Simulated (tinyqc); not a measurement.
# Joule-heated wire on a substrate, fin equation: what changes with what

A wire of length L loses heat along itself to two contacts and sideways to the substrate: kap A theta'' - g theta + p = 0 with theta = T - T0 and p = p0. Each end passes the heat flow theta/Rc to its contact. Constant conductivity, diffusive heat flow.

Inputs (values chosen for the exercise): conductivity along the wire kap = 31 W/(m K); cross-section A = 400 nm^2; conductance per length to the substrate g = 0.26 W/(m K); length between the contacts L = 490 nm; thermal resistance of each contact Rc = 7.6 K/uW; heating per length p0 = 0.035 uW/nm.

Each table varies one quantity; the others keep the values above.

## Effect of the conductance per length to the substrate

The equation is solved on 800 equal steps and the peak is the largest node value. LH = sqrt(kap A/g); the share is the integral of g theta over that of p.

Effect of the conductance per length to the substrate:
```
g (W/(m K)),LH (nm),L/LH,peak theta (K),peak/(p0/g),share to the substrate (%)
0.026,690.6,0.7095,136.7,0.1015,8.258
0.056,470.6,1.041,124.1,0.1985,16.18
0.12,321.5,1.524,103.6,0.3550,29.08
0.26,218.4,2.244,75.84,0.5634,46.59
0.56,148.8,3.293,47.87,0.7659,64.49
1.2,101.7,4.820,26.45,0.9068,78.65
2.6,69.06,7.095,13.13,0.9756,88.09
```

Read the table: what changes, and by how much?

As g goes from 0.026 to 2.6 W/(m K), the peak theta falls from 137 to 13.1 K and the share of heat to the substrate rises from 8.26 to 88.1 %; L/LH goes from 0.71 to 7.1. Where L/LH is smallest the peak reaches 0.10 of p0/g, where it is largest 0.98: contacts cool the wire only within a few healing lengths.

## Effect of the thermal resistance of each contact

Same model as above.

The same in every row: LH (nm) = 218.4; L/LH = 2.244.

Effect of the thermal resistance of each contact:
```
Rc (K/uW),peak theta (K),peak/(p0/g),share to the substrate (%)
0.76,58.01,0.4310,30.39
1.6,60.77,0.4514,32.89
3.5,66.31,0.4926,37.93
7.6,75.84,0.5634,46.59
16,88.91,0.6604,58.46
35,104.2,0.7740,72.36
76,117.0,0.8688,83.95
```

What does the table show?

As Rc goes from 0.76 to 76 K/uW, the peak theta rises from 58.0 to 117 K and the share of heat to the substrate rises from 30.4 to 83.9 %; L/LH is 2.24 throughout.

## Effect of the length between the contacts

Same model as above.

The same in every row: LH (nm) = 218.4.

Results:
```
L (nm),L/LH,peak theta (K),peak/(p0/g),share to the substrate (%)
110,0.5037,16.71,0.1241,11.48
180,0.8242,28.54,0.2120,18.95
280,1.282,45.38,0.3371,29.08
460,2.106,72.03,0.5351,44.43
1200,5.495,122.6,0.9106,74.72
1900,8.700,132.2,0.9820,83.95
3100,14.20,134.5,0.9988,90.16
```

Estimate the missing row, L = 730 nm.

Computed row:
```
L (nm),L/LH,peak theta (K),peak/(p0/g),share to the substrate (%)
730,3.343,99.75,0.7410,60.24
```

With this row back in the table: As L goes from 110 to 3100 nm, the peak theta rises from 16.7 to 134 K and the share of heat to the substrate rises from 11.5 to 90.2 %; L/LH goes from 0.50 to 14. Where L/LH is smallest the peak reaches 0.12 of p0/g, where it is largest 1.0: contacts cool the wire only within a few healing lengths.

Computed by the program tinyqc: `OMP_NUM_THREADS=1 python tinyqc.py 2520104 2520105 out.jsonl`, one thread of a shared Intel Xeon 2.30GHz, about 0.01 s for the whole run.
